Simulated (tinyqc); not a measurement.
Worked calculation: Heisenberg magnet: exchange from energy differences, ordering vector, linear spin waves and ordering temperature. Computed by tinyqc, a small Python program that keeps every step. Command: `OMP_NUM_THREADS=1 python tinyqc.py 3010405 3010406 out.jsonl magnon walk`. One thread of a shared host (Intel(R) Xeon(R) Processor @ 2.30GHz), about 0.05 s of CPU time with the checks. Intermediate numbers are printed to about 5 digits and carried at full precision; extremes and crossings named in words are read from the listed rows.

H = -sum over pairs <ij> J_ij S_i.S_j - K sum_i (S_i^z)^2, each pair once, J > 0 ferromagnetic. First neighbours: 8 at a (0.5, 0.5, 0.5), second: 6 at a (1, 0, 0), with all permutations and signs.

Inputs (values chosen for the exercise, for a model magnet): exchange J1 = -5 meV; exchange J2 = 0.43 meV; spin S = 2; single-ion anisotropy K = 0.14 meV; lattice constant a = 4.16 angstrom; mesh divisions n = 16; temperature T = 320 K.

Lattice: bcc. Order: Neel (nearest neighbours antiparallel).

wave vector q (2 pi/a): [0.1, 0.25, 0.4]

Constants: h x 1 THz = 4.135667696 meV; k_B = 8.617333262e-05 eV/K.

## Energies of ordered states

J(q) = J1 g1(q) + J2 g2(q), g_s(q) = sum over shell s of cos(q.R). A classical spiral or collinear state of wave vector Q has the exchange energy -(S^2/2) J(Q) per site.

States, Q in 2 pi/a:
```
Q                           g1  g2  energy (meV/site)
G (0, 0, 0)         8.0000e+00   6              74.84
H (1, 0, 0)        -8.0000e+00   6             -85.16
N (0.5, 0.5, 0)              0  -2               1.72
P (0.5, 0.5, 0.5)   4.9304e-32  -6               5.16
```

The lowest of these is H (1, 0, 0), 86.880 meV per site below N (0.5, 0.5, 0).

## Back from energy differences to J1 and J2

Subtract the first row of the table from the second and third: dE = -(S^2/2)(dg1 J1 + dg2 J2), two equations for two unknowns, as in mapping total energies onto a spin model.

coefficients, columns J1, J2:
```
[[32, 0],
 [16, 16]]
```

energy differences (meV/site): [-160.00, -73.12]

J1, J2 (meV): [-5.00, 0.43]

## Magnon energy at q

g_s(q) = sum over shell s of cos(q.R), z1 = g1(0). A(q) = S [-J1 g1(0) + J2 (g2(0) - g2(q))] + (2S - 1) K, B(q) = S J1 g1(q), E(q) = sqrt(A^2 - B^2). The factor 2S - 1 removes the anisotropy for S = 1/2.

g1(q) = 1.6625

g2(q) = 0

E(q) = 83.950 meV

frequency = 20.299 THz

## Long waves and the gap

sum R_x^2 over the shells is s1 = 2 a^2 and s2 = 2 a^2. Without K, E = c q with c = S sqrt(z1 |J1| (|J1| s1 + J2 s2)); the gap is E(0) = sqrt(k (k + 2 S z1 |J1|)), k = (2S - 1) K.

spin-wave velocity c = 173.41 meV angstrom

gap = 8.2083 meV

Exchange enhances the gap to 19.5 times (2S - 1) K, the geometric mean of anisotropy and exchange.

## Dispersion

The formulas are those given above.

Energies (meV); H = (1, 0, 0), N = (0.5, 0.5, 0) in 2 pi/a:
```
line  fraction of the way    E(q)  sqrt(gap^2 + c^2 q^2)
G-H                  0.10  27.046                  27.45
G-H                  0.20  49.710                  53.02
G-H                  0.30  67.996                  79.00
G-H                  0.40  79.790                 105.09
G-H                  0.50  83.860                 131.21
G-N                  0.10  20.097                  20.26
G-N                  0.25  44.359                  47.02
G-N                  0.50  73.705                  92.96
G-N                  0.75  85.493                 139.14
G-N                  1.00  87.300                 185.38
```

At the end of the G-H rows the long-wave form is 1.56 times the true energy. At the end of the G-N rows the long-wave form is 2.12 times the true energy. It holds to 5 % in 2 of the ten rows; nearer the zone boundary the cosine flattens the band.

## Loss of moment

Mesh: q = sum_i (m_i + 1/2)/n b_i, m_i = 0..n-1, b = [[0, 1, 1], [1, 0, 1], [1, 1, 0]] in 2 pi/a; <..> is the mean over the mesh. n = 1/(exp(E/(k_B T)) - 1); zero-point loss <A/(2E) - 1/2>, thermal loss <(A/E) n>; moment = S less the losses.

zero-point loss = 0.052326

thermal loss = 0.098712

moment <S^z> = 1.8490

Zero-point motion removes 2.6 % of S. The thermal loss is 4.94 % of S.

## Ordering temperature

K left out. Mean field: k_B T = S (S + 1) J(Q)/3 at the ordering vector Q; random-phase (Tyablikov): k_B T = [S (S + 1)/3] / <1/(J(Q) - J(q))>; Curie-Weiss theta = S (S + 1) J(0)/(3 k_B).

mean-field ordering temperature = 988.24 K

random-phase ordering temperature = 739.39 K

Curie-Weiss temperature = -868.48 K

The random-phase value is 0.75 of mean field, since it weights the soft long waves (a harmonic mean of J(Q) - J(q) in place of the arithmetic one); on this mesh it lies slightly high. |theta|/T(mean field) = 0.88: below 1, as the ferromagnetic J2 helps the order.

Checks made by the program: the long-wave formula against the dispersion (relative difference 2e-06).
